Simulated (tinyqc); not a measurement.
Inside a calculation. Model: implant damage, amorphisation by cascade overlap, and solid-phase epitaxial regrowth. Computed by tinyqc, a small Python program that keeps every step. Command: `OMP_NUM_THREADS=1 python tinyqc.py 3112597 3112598 out.jsonl sper walk`. One thread of a shared host (Intel(R) Xeon(R) Processor @ 2.30GHz), about 0.01 s of CPU time with the checks. Intermediate numbers are printed to about 6 digits and carried at full precision; extremes and crossings named in words are read from the listed rows.

Range and width of the damage are inputs. Dynamic annealing enters only through the surviving share f.

Inputs (values chosen for the exercise, modelled on indium ions in germanium):
```
quantity                            value    unit
atomic density N                     44.2  1/nm^3
ion Z1                                 49       -
ion mass M1                         114.8       u
target Z2                              32       -
target mass M2                      72.63       u
ion energy E                           48     keV
displacement energy E_d                14      eV
depth of the damage peak R_d           19      nm
width of the damage profile s_d        11      nm
share of defects that survive f      0.82       -
critical displaced share x_c         0.13       -
dose Q                            2.7e+14  1/cm^2
overlaps needed n                       2       -
area amorphised by one track A_i     0.79    nm^2
regrowth prefactor v0             2.3e+16    nm/s
regrowth energy E_a                  2.15      eV
anneal temperature                    385       C
rate relative to (100)                  1       -
peak enhancement by the dopant         11       -
ramp rate                              85     K/s
```

Constants: a_0 = 0.529177210903 angstrom; e^2/(4 pi eps_0) = 14.39964548 eV angstrom; k_B = 8.617333262e-05 eV/K.

## Damage energy and displacements per ion

Robinson partition: eps = E a M2/(Z1 Z2 (e^2/(4 pi eps_0)) (M1 + M2)), a = 0.8853 a_0/sqrt(Z1^(2/3) + Z2^(2/3)); k = 0.0793 Z1^(2/3) Z2^(1/2) (M1 + M2)^(3/2)/((Z1^(2/3) + Z2^(2/3))^(3/4) M1^(3/2) M2^(1/2)); damage energy T_d = E/(1 + k (eps + 0.40244 eps^(3/4) + 3.4008 eps^(1/6))); displacements nu = 0.8 T_d/(2 E_d).

reduced energy eps = 0.0796630

k = 0.137896

damage energy T_d = 36.1740 keV

T_d/E = 0.753624

displacements per ion nu = 1033.54

25 % of the energy goes to electrons.

## The amorphous layer

Displaced share x(z) = f nu Q exp(-(z - R_d)^2/(2 s_d^2))/(sqrt(2 pi) s_d N); the layer is amorphous where x > x_c, between R_d -/+ s_d sqrt(2 ln(x_max/x_c)), the upper edge being cut at the surface. Threshold dose Q_c = Q x_c/x_max.

peak displaced share x_max = 1.87759

threshold dose Q_c = 1.86942e+13 1/cm^2

upper edge = 0 nm

lower edge = 44.4203 nm

The layer reaches the surface. Caution: x above 1 counts atoms displaced more than once.

## Damage left below the interface

Displaced atoms per area beyond the lower edge z2: f nu Q (1/2) erfc((z2 - R_d)/(sqrt2 s_d)); they are not removed by regrowth.

share of the damage beyond z2 = 0.0104182

displaced atoms beyond z2 = 2.38396e+15 1/cm^2

## Layer against dose

The formulas are those given above.

Dose series; the last column is f nu Q erfc((z2 - R_d)/(sqrt2 s_d))/2:
```
Q (1/cm^2)    x_max  upper edge (nm)  lower edge (nm)  displaced atoms beyond z2 (1/cm^2)
2.06e+13    0.14325          14.1530          23.8470                         5.75678e+15
2.80e+13    0.19471           9.1123          28.8877                         4.37485e+15
4.67e+13    0.32475           4.1152          33.8848                         3.48294e+15
7.48e+13    0.52016           0.6817          37.3183                         3.03824e+15
1.31e+14    0.91098           0.0000          40.7065                         2.69007e+15
2.24e+14    1.55770           0.0000          43.5151                         2.45250e+15
4.67e+14    3.24754           0.0000          46.9067                         2.21274e+15
9.35e+14    6.50202           0.0000          49.7699                         2.04197e+15
```

A dose 45 times larger moves the lower edge from 23.8 to 49.8 nm, as the root of a logarithm, and the damage beyond it falls by a factor 2.8, since the edge lies on an ever steeper tail. The layer reaches the surface at Q_c exp(R_d^2/(2 s_d^2)) = 8.31e13 per cm^2.

## Overlap model

Gibbons model: a point turns amorphous after n + 1 hits; with y = A_i Q the amorphous share is 1 - exp(-y) sum_(k=0..n) y^k/k!. Doses are set by y.

Amorphous share:
```
y     Q (1/cm^2)  direct impact (n = 0)      given n
0.1  1.26582e+13               0.095163  1.54653e-04
0.3  3.79747e+13               0.259182  3.59949e-03
0.6  7.59494e+13               0.451188  2.31153e-02
1.0  1.26582e+14               0.632121  8.03014e-02
2.0  2.53165e+14               0.864665  3.23324e-01
3.0  3.79747e+14               0.950213  5.76810e-01
5.0  6.32911e+14               0.993262  8.75348e-01
8.0  1.01266e+15               0.999665  9.86246e-01
```

At small y the share grows as y^3; between the first rows the exponent is 2.86.

## Isothermal regrowth

v = v0 x orientation factor x exp(-E_a/(k_B T)) x [1 + (enhancement - 1) exp(-(z - R_d)^2/(2 s_d^2))], T = anneal temperature + 273.15 K; the dopant is taken to follow the damage profile; the lower front moves from the lower edge z2 to the surface, or to the middle (z1 + z2)/2 of a buried layer with upper edge z1; time = int dz/v; the equivalent undoped distance is that time times the undoped velocity.

undoped velocity = 0.790898 nm/s

distance to regrow = 44.4203 nm

time without enhancement = 56.1643 s

equivalent undoped distance = 8.51887 nm

time with enhancement = 10.7711 s

The rate doubles for each 12 K or so near this temperature.

## Regrowth during a ramp

On a linear ramp from 200 C regrowth ends at the T_f where int v_undoped dT/(ramp rate) equals the equivalent undoped distance.

temperature at which regrowth ends = 458.517 C

Checks made by the program: tail against quadrature of x(z) N (relative difference below 1e-10).
